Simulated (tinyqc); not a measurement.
# MOSFET in saturation, small-signal circuit and noise: effect of the temperature on speed and noise

Bias by the inversion coefficient IC = I/Ispec (charge-based model with velocity saturation; weak inversion below 0.1, strong above 10). Common-source circuit: gm, gds, Cgs, Cgd and Cj at the inner nodes, Rg in series with the gate; quasi-static, no source or drain resistance, no gate-body capacitance, no substrate network, no induced gate noise, so fmax is an upper estimate.

Ispec = 2 n mu Cox (W/L) Vt^2, lc = Ls/L, gms = [sqrt((lc IC + 1)^2 + 4 IC) - 1]/[2 + lc (lc IC + 1)], gm = gms Ispec/(n Vt), gds = sg gm. qs = [sqrt(1 + 4 IC) - 1]/2, Cgs = Cox W L qs (2 qs + 3)/(3 (qs + 1)^2) + Cov W, Cgd = Cov W, Cd = Cj W, Rg = Rsh (Wf/L)/(12 Nf) + Rc/W with Nf = W/Wf fingers (not rounded) contacted at both ends. fT = gm/(2 pi (Cgs + Cgd)), fmax = fT/(2 sqrt(Rg (gds + 2 pi fT Cgd))). Channel noise Sid = 4 kB T gam n gm with gam = (1/2 + (2/3) qs)/(1 + qs) + gw lc IC, qs = [sqrt(1 + 4 IC) - 1]/2, lc = Ls/L (the last term an empirical rise with velocity saturation); at the gate, white noise Sw = Sid/gm^2 + 4 kB T Rg. Number fluctuation with correlated mobility: S(f) = K/f, K = q^2 Vt lt Nt/(W L Cox^2) (1 + ac mu Cox I/gm)^2, Vt in eV with Nt per eV. Corner fc = K/Sw. IC is held fixed, and so are mu, n, Ls and Nt.

Parameters, values chosen for the exercise:
- L = 90 nm (gate length)
- W = 40 um (total gate width)
- Cox = 0.92 uF/cm^2 (gate capacitance)
- mu = 230 cm^2/(V s) (mobility)
- n = 1.39 (slope factor)
- Ls = 10 nm (velocity-saturation length)
- sg = 0.057 (ratio gds/gm)
- Cov = 0.21 fF/um (overlap and fringe capacitance per side)
- Cj = 0.89 fF/um (drain junction capacitance)
- Rsh = 20 ohm (sheet resistance of the gate)
- Wf = 0.5 um (finger width)
- Rc = 200 ohm um (gate contact and vertical resistance)
- IC = 3.9 (inversion coefficient)
- gw = 0.11 (short-channel excess of the noise factor)
- Nt = 1.5e17 cm^-3 eV^-1 (oxide trap density)
- lt = 0.1 nm (tunnelling length into the oxide)
- ac = 1000 V s/C (Coulomb scattering coefficient)

Constants: q = 1.602176634e-19 C, kB = 1.380649e-23 J/K, Vt = kB T/q. Results are converted to the units shown.

The same in every row: Rg (ohm) = 5.116.

Effect of the temperature on speed and noise:
```
T (K)	I (uA)	fT (GHz)	fmax (GHz)	sqrt(Sw) (nV/Hz^0.5)	fc (MHz)
100	75.72	11.66	93.96	1.449	5.255
150	170.4	17.49	115.1	1.454	7.881
200	302.9	23.31	132.9	1.459	10.51
250	473.2	29.14	148.6	1.464	13.13
300	681.4	34.97	162.7	1.469	15.76
350	927.5	40.80	175.8	1.473	18.39
400	1211	46.63	187.9	1.478	21.01
```

As T goes from 100 to 400 K, fT rises from 11.7 to 46.6 GHz, fmax rises from 94.0 to 188 GHz, the white noise rises from 1.45 to 1.48 nV/Hz^0.5 and the corner rises from 5.25 to 21.0 MHz. At fixed IC and mobility the current goes as T^2 and gm as T, which is why fT rises; a real mobility would fall with T. In every row fmax exceeds 4 fT, where channel resistance and substrate losses, left out here, would cap it. For T = 100 to 150 K band tails and dopant freeze-out, left out here, change n and the noise.

Program tinyqc, `OMP_NUM_THREADS=1 python tinyqc.py 2150133 2150134 out.jsonl`; Intel Xeon 2.30GHz, shared host, one thread, about 0.01 s.
